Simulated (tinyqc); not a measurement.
What each parameter does: pair of shallow donors (hydrogen-like orbitals).

Each donor has the orbital exp(-r/a); energy unit Ha* = q/(eps a), q = e^2/(4 pi eps0), so that a lone donor is bound by Ha*/2; x = R/a. One electron: S = (1 + x + x^2/3) exp(-x), j = 1/x - (1 + 1/x) exp(-2x), k = (1 + x) exp(-x); levels E(+/-) = -1/2 - (j +/- k)/(1 +/- S) in Ha*, without the repulsion of the ions, split by D = |E(-) - E(+)|. In six valleys the overlaps S and k are multiplied by v = [cos(K Rx) + cos(K Ry) + cos(K Rz)]/3, K = k0 (2 pi/a_lat), for isotropic envelopes and the symmetric valley state.

Two electrons, Heitler-London: with S' = (1 - x + x^2/3) exp(x), C = 1/x - exp(-2x)(1/x + 11/8 + 3x/4 + x^2/6), X = (1/5){exp(-2x)(25/8 - 23x/4 - 3x^2 - x^3/3) + (6/x)[S^2 (0.5772157 + ln x) + S'^2 Ei(-4x) - 2 S S' Ei(-2x)]}, Q = C - 2j + 1/x and A = X - 2 S k + S^2/x, the singlet and triplet lie at (Q +/- w A)/(1 +/- w S^2) from two lone donors, with the valley weight w = v^2; the exchange is J = triplet - singlet.

Constants: e^2/(4 pi eps0) = 14.39964547 eV angstrom.

Values chosen for the exercise (near those of two donors in Si; the results hold for these values, not for the real material):
- a = 17.1 angstrom (orbital radius)
- eps = 11.6 (dielectric constant)
- n = (19, 0, 0) a_lat (separation vector)
- a_lat = 5.431 angstrom (lattice constant)
- k0 = 0.853 2 pi/a_lat (valley position)

x, D = |E(-) - E(+)| and J.

One parameter was then changed.

Results before and after:
```
case,x,D (meV),J (micro-eV)
base,6.034,1.015,35.3
changed,6.034,1.104,41.8
```

Which of these changes was made? (a) k0 = 0.833 2 pi/a_lat; (b) eps = 12.8; (c) a = 18.8 angstrom; (d) n = (20, 0, 0) a_lat.

Answer: (a) k0 = 0.833 2 pi/a_lat. Of the candidates, run in turn, only this one gives the changed row.

All candidates:
```
case,x,D (meV),J (micro-eV)
base,6.034,1.015,35.3
a = 18.8 angstrom,5.489,1.438,77.5
eps = 12.8,6.034,0.9196,32.0
k0 = 0.833 2 pi/a_lat,6.034,1.104,41.8
"n = (20, 0, 0) a_lat",6.352,1.009,35.0
```

Run: tinyqc, `OMP_NUM_THREADS=1 python tinyqc.py 1251137 1251138 out.jsonl`; Intel(R) Xeon(R) Processor @ 2.30GHz, one thread, shared host; about 0.01 s of CPU time with all checks.
